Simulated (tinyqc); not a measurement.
# p-n diode with diffusion and depletion-layer recombination: two studies

Abrupt junction in the depletion approximation, low injection, full ionisation, neutral widths fixed, ohmic contact on the p side. Vj is the junction voltage; where a series resistance Rs is given, V = Vj + J Rs is the terminal voltage.

Inputs (values chosen for the exercise); band and dielectric values those of a made-up semiconductor: temperature T = 350 K; band gap Eg = 1.32 eV; relative permittivity eps_r = 14.5; conduction-band density of states at T Nc = 6.39e17 cm^-3; valence-band density of states at T Nv = 1.64e19 cm^-3; acceptor density Na = 1.5e18 cm^-3; donor density Nd = 9.9e16 cm^-3; electron mobility in the p side mun = 1000 cm^2/(V s); hole mobility in the n side mup = 160 cm^2/(V s); electron lifetime tn = 5e-6 s; hole lifetime tp = 1e-9 s; neutral width of the p side wp = 13 um; neutral width of the n side wn = 9.3 um; recombination velocity at the n contact Sp = 1e7 cm/s; series resistance Rs = 0.032 ohm cm^2; trap level above the intrinsic level Et = 0 eV; junction voltage at which recombination is evaluated Vj = 0.93 V.

Constants: q = 1.602176634e-19 C, kB = 1.380649e-23 J/K, Vt = kB T/q, eps0 = 8.8541878128e-14 F/cm where lengths are in cm. Results are converted to the units shown.

Each table varies one quantity; the others keep the values above.

## Currents and ideality against junction voltage

ni = sqrt(Nc Nv) exp(-Eg/(2 Vt)), Eg in volts; D = mu Vt; Ln = sqrt(Dn tn), Lp = sqrt(Dp tp); J0n = q ni^2 Dn coth(wp/Ln)/(Ln Na); J0p = (q ni^2 Dp/(Lp Nd)) (s + tanh(wn/Lp))/(1 + s tanh(wn/Lp)), s = Sp Lp/Dp. J_diff = (J0n + J0p)(exp(Vj/Vt) - 1). Vbi = Vt ln(Na Nd/ni^2), W = sqrt(2 eps0 eps_r (Vbi - Vj)(1/Na + 1/Nd)/q), xp = W Nd/(Na + Nd), xn = W Na/(Na + Nd); u(x) = q Na (x + xp)^2/(2 eps0 eps_r) for x < 0 and Vbi - Vj - q Nd (xn - x)^2/(2 eps0 eps_r) for x > 0; p = Na exp(-u/Vt), n = Nd exp((u - Vbi + Vj)/Vt); U = ni^2 (exp(Vj/Vt) - 1)/(tp (n + ni exp(Et/Vt)) + tn (p + ni exp(-Et/Vt))); J_scr = q times the integral of U from -xp to xn. J = J_diff + J_scr. Ideality = (1/Vt) dVj/d ln J or (1/Vt) dV/d ln J; last column ni^2 exp(Vj/Vt)/N^2.

Currents and ideality against junction voltage:
```
Vj (V)	J_diff (A/cm^2)	J_scr (A/cm^2)	J (A/cm^2)	V (V)	ideality against Vj	ideality against V	minority/doping, lighter side
0.3	2.474e-9	1.679e-7	1.704e-7	0.3000	1.673	1.673	2.196e-12
0.39	4.890e-8	9.127e-7	9.616e-7	0.3900	1.740	1.740	4.342e-11
0.48	9.666e-7	4.696e-6	5.663e-6	0.4800	1.596	1.596	8.582e-10
0.57	1.911e-5	2.464e-5	4.375e-5	0.5700	1.326	1.326	1.696e-8
0.65	2.711e-4	1.127e-4	3.838e-4	0.6500	1.139	1.140	2.407e-7
0.74	0.005359	6.569e-4	0.006016	0.7402	1.047	1.053	4.758e-6
0.83	0.1059	0.003186	0.1091	0.8335	1.018	1.133	9.406e-5
0.92	2.094	0.005856	2.100	0.9872	1.003	3.230	0.001859
1.01	41.39	0.006191	41.40	2.335	1.000	44.92	0.03675
```

What does the comparison show?

The ideality against Vj goes from 1.67 through a maximum of 1.74 (at Vj = 0.39 V among the rows listed) to 1.00. Diffusion overtakes recombination in the layer between Vj = 0.57 and 0.65 V. J_scr alone has an ideality of 1.76 between the first two rows and 53.6 between the last two. From Vj = 0.83 V the series resistance raises the terminal ideality by over a tenth; there J Rs = 0.12 Vt.

## Effect of the neutral width of the n side

Same model as above.

J = J_diff + J_scr.

The same in every row: J0n (A/cm^2) = 2.564e-15; J_scr (A/cm^2) = 0.005951.

Results:
```
wn (um)	J0p (A/cm^2)	J_diff (A/cm^2)	J_scr/J (%)	wn/Lp
0.2	4.044e-13	10.02	0.05934	0.2879
2	1.166e-13	2.935	0.2023	2.879
6	1.159e-13	2.917	0.2036	8.637
20	1.159e-13	2.917	0.2036	28.79
50	1.159e-13	2.917	0.2036	71.98
200	1.159e-13	2.917	0.2036	287.9
500	1.159e-13	2.917	0.2036	719.8
```

Estimate the missing row, wn = 0.6 um.

Computed row:
```
wn (um)	J0p (A/cm^2)	J_diff (A/cm^2)	J_scr/J (%)	wn/Lp
0.6	1.652e-13	4.130	0.1439	0.8637
```

With this row back in the table: As wn goes from 0.2 to 500, J0p falls from 4.04e-13 to 1.16e-13 A/cm^2, J_scr stays at 0.00595 A/cm^2 and its share rises from 0.0593 to 0.204 %. J0p goes as wn^(-0.82) between the first two rows and wn^(0.00) between the last two; Lp = 0.695 um divides the short base from the long one.

Numbers from tinyqc (`OMP_NUM_THREADS=1 python tinyqc.py 2260130 2260131 out.jsonl`; about 0.01 s on one thread of a shared Intel Xeon 2.30GHz).
